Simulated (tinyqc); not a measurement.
Inside a calculation. Model: trench capacitor in an array: capacitance, non-linearity, leakage and relaxation.

Program tinyqc, `OMP_NUM_THREADS=1 python tinyqc.py 2102123 2102124 out.jsonl`; Intel Xeon 2.30GHz, shared host, one thread, about 0.01 s. Printed values are rounded.

A film between two metal electrodes, each interface adding a series capacitance ci. The small-signal permittivity is ek (1 + aq E^2); the field is found with the linear permittivity. Leakage J = J0 sinh(E/Ef). After a voltage step the film passes a relaxation current kr C V tt^(-nr), tt being the time in seconds. The sidewall is a coaxial capacitor with radii a = dm/2 - t and b = dm/2, depth AR dm; the end face is left out.

Values chosen for this exercise; permittivity of the order of that of aluminium oxide:
- ek = 8.96 (relative permittivity of the film)
- t = 12 nm (film thickness)
- ci = 88 uF/cm^2 (capacitance of each electrode interface (dead layer and screening))
- aq = 0.0027 cm^2/MV^2 (quadratic field coefficient of the permittivity)
- V = 1.8 V (bias)
- J0 = 5.8e-10 A/cm^2 (leakage prefactor)
- Ef = 0.36 MV/cm (field for an e-fold rise of the leakage)
- dm = 99 nm (diameter of the hole)
- AR = 20 (aspect ratio, depth over diameter)
- pt = 210 nm (pitch of the square array)
- rho = 130 uohm cm (resistivity of the inner electrode)

Constants: eps0 = 8.8541878128e-14 F/cm where lengths are in cm. Results are converted to the units shown.

## Planar capacitance, field and non-linearity

Planar film: Cf = eps0 ek/t, 1/C = 1/Cf + 2/ci, EOT = 3.9 eps0/C, effective permittivity C t/eps0, E = (V/t) C/Cf; quadratic coefficient [C(V)/C - 1]/V^2 with Cf (1 + aq E^2) in C(V).

Cf = 0.661113 uF/cm^2
C = 0.651326 uF/cm^2
EOT = 5.30169 nm
effective permittivity = 8.82737
E = 1.47780 MV/cm
quadratic coefficient = 1792.80 ppm/V^2
J = 1.75814e-8 A/cm^2

The interfaces take 1.48 % of the voltage.

## Cell capacitance, fields and time constant

Per length 1/c = ln(b/a)/(2 pi eps0 ek) + (1/a + 1/b)/(2 pi ci); cell capacitance c AR dm; per footprint over pt^2; fields c V/(2 pi eps0 ek r) at r = a and b; resistance of the inner electrode rho AR dm/(pi a^2); time constant R C/3 of the distributed line.

a = 37.5 nm
b = 49.5 nm
cell capacitance = 3.50165 fF
capacitance per footprint = 7.94025 uF/cm^2
field at a = 1.70299 MV/cm
field at b = 1.29014 MV/cm
R = 0.582634 kohm
R C/3 = 0.680061 ps

The array gives 12.2 times the planar capacitance per footprint; curvature makes the field at the inner electrode 1.15 times the planar value.
